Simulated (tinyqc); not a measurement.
Surface photovoltage measurement of the minority-carrier diffusion length in a wafer: one step, computed by the program tinyqc. Command: `OMP_NUM_THREADS=1 python tinyqc.py 3130526 3130527 out.jsonl spv walk`. One thread of a shared host (Intel(R) Xeon(R) Processor @ 2.30GHz), about 0.01 s of CPU time with the checks.

Low injection, steady light, a depletion layer much thinner than 1/alpha and L. The excess density dn is taken at the front edge of the neutral region; light that reaches the back is lost.

Question. The linear plot. alpha = (84.732/lambda - 76.417)^2 per cm with lambda in micrometre (an empirical fit for silicon between 0.7 and 1.05 micrometre). Thick wafer: dn = Phi L/((S_f + D/L)(L + 1/alpha)). Finite wafer, with s = S_b L/D, w = W/L, a = alpha L: dn = [Phi a/(a^2 - 1)] [a - B - exp(-alpha W)(a - s)/(cosh w + s sinh w)]/(S_f + B D/L), B = (sinh w + s cosh w)/(cosh w + s sinh w). Readings y = (Phi/dn) (1 + noise x g) at 780, 830, 880, 920, 950, 975 and 995 nm; a least-squares line y = c (1/alpha + L_app) gives L_app = intercept/slope.

Inputs (values chosen for the exercise, modelled on p-type silicon at room temperature):
```
quantity                            value        unit
diffusion length L                    330  micrometre
wafer thickness W                     525  micrometre
diffusivity D                        30.9      cm^2/s
front recombination velocity S_f    57000        cm/s
back recombination velocity S_b    300000        cm/s
photon flux entering              2.8e+11  1/(cm^2 s)
relative noise of each reading          0           %
```

normal deviates g for the noise: 1.52  1.82  0.84  0.32  0.51  0.20  -1.02

Give: the table «Readings» with the columns 1/alpha (micrometre), y (cm/s), line (cm/s), for lambda (nm) = 780, 830, 880, 920, 950, 975, 995; slope; apparent length L_app; error of L_app (rounded to 0.001).

Answer.

Readings:
```
lambda (nm)  1/alpha (micrometre)  y (cm/s)  line (cm/s)
780                           9.6     59866        59622
830                          15.2     60938        60786
880                          25.3     62920        62920
920                          40.7     65963        66141
950                          61.3     70166        70475
975                          90.9     76465        76703
995                         130.9     85433        85103
```

slope = 210.2 cm/(s micrometre)

apparent length L_app = 274.1 micrometre

error of L_app (rounded to 0.001) = -16.948 %

Without noise the error would be -16.9 %, from the finite thickness at W/L = 1.6. S_f scales all readings alike and leaves L_app unchanged.
